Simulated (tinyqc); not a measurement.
# Resistance of a source-drain extension with a graded tip: effect of the depth of the extension

y runs along the channel, the gate covers y > 0. The doping is N0 for y < y0 and N0 10^(-(y - y0)/la) beyond, uniform over the depth xj. Sheet conductance s(y) = q mu(N) max(N - Nch, 0) xj + (for y > 0) ma Cox Vo, with mu(N) = u0 + (u1 - u0)/(1 + (N/Nr)^au) and Cox = eps0 eox/tox. Current is taken as one-dimensional; depletion of the tip, spreading and the contact are left out. The metallurgical junction lies at yj, where N = Nch.

R_spacer = integral of dy/s from -Ls to 0, R_ov from 0 to yj, R_channel = (Lg - 2 yj)/(ma Cox Vo), R_total = 2 R_spacer + 2 R_ov + R_channel. Electrical length L_eff = ma Cox dR_total/d(1/Vo); R_series = R_total - L_eff/(ma Cox Vo).

Values chosen for this exercise; mobility law close to that of electrons in silicon:
- eox = 3.9 (relative permittivity of the gate insulator (close to silicon dioxide))
- tox = 1.7 nm (insulator thickness)
- N0 = 2.1e20 cm^-3 (active doping of the extension far from the gate)
- la = 5.8 nm/decade (lateral abruptness)
- y0 = 2.8 nm (position under the gate where the fall begins (gate edge at 0))
- Nch = 1.2e18 cm^-3 (channel doping)
- Ls = 14 nm (spacer length)
- Vo = 0.64 V (gate overdrive)
- ma = 91 cm^2/(V s) (mobility of the gate-induced layer)
- u1 = 1414 cm^2/(V s) (mobility at low doping)
- u0 = 68.5 cm^2/(V s) (mobility at high doping)
- Nr = 9.2e16 cm^-3 (reference doping)
- au = 0.711 (exponent)
- Lg = 45 nm (gate length)

Constants: q = 1.602176634e-19 C, eps0 = 8.8541878128e-14 F/cm where lengths are in cm. Results are converted to the units shown.

The same in every row: yj (nm) = 15.81; R_channel (ohm um) = 113.1.

Result of one run:
```
R_spacer (ohm um)	R_ov (ohm um)	R_total (ohm um)	L_eff (nm)	R_series (ohm um)
10.10	55.38	244.1	21.64	61.16
```

Which depth of the extension xj gave this result: 4, 5.6, 7.7, 11 or 21 nm?

xj = 5.6 nm.

The whole series:
```
xj (nm)	R_spacer (ohm um)	R_ov (ohm um)	R_total (ohm um)	L_eff (nm)	R_series (ohm um)
4	14.14	62.38	266.2	23.14	70.53
5.6	10.10	55.38	244.1	21.64	61.16
7.7	7.346	48.99	225.8	20.33	53.94
11	5.142	42.19	207.8	19.01	47.11
15	3.771	36.67	194.0	17.99	41.88
21	2.694	31.14	180.8	17.04	36.71
29	1.950	26.34	169.7	16.27	32.12
40	1.414	22.06	160.0	15.64	27.87
```

As xj goes from 4 to 40, R_total falls from 266 to 160 ohm um, L_eff falls from 23.1 to 15.6 nm and R_series falls from 70.5 to 27.9 ohm um.

Numbers from tinyqc (`OMP_NUM_THREADS=1 python tinyqc.py 2282132 2282133 out.jsonl`; about 0.04 s on one thread of a shared Intel Xeon 2.30GHz).
